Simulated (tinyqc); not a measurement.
Scale length and length offset from two DIBL values.

Problem. DIBL = exp(-Le/(2 l)) + 2 exp(-Le/l) with Le = L - dL. Find l, dL and the drawn length for a DIBL of 100 mV/V.

DIBL at drawn lengths 65 and 94 nm (mV/V): [114.06769, 33.351036]

Solution. With e = exp(-Le/(2 l)), 2 e^2 + e = DIBL gives e and so Le/l at each length; Le/l is a straight line in L with slope 1/l.

l = 13.0 nm
dL = 4.00 nm
length for 100 mV/V = 68.0 nm

Program tinyqc, `OMP_NUM_THREADS=1 python tinyqc.py 2002077 2002078 out.jsonl`; Intel Xeon 2.30GHz, shared host, one thread, about 0.01 s.
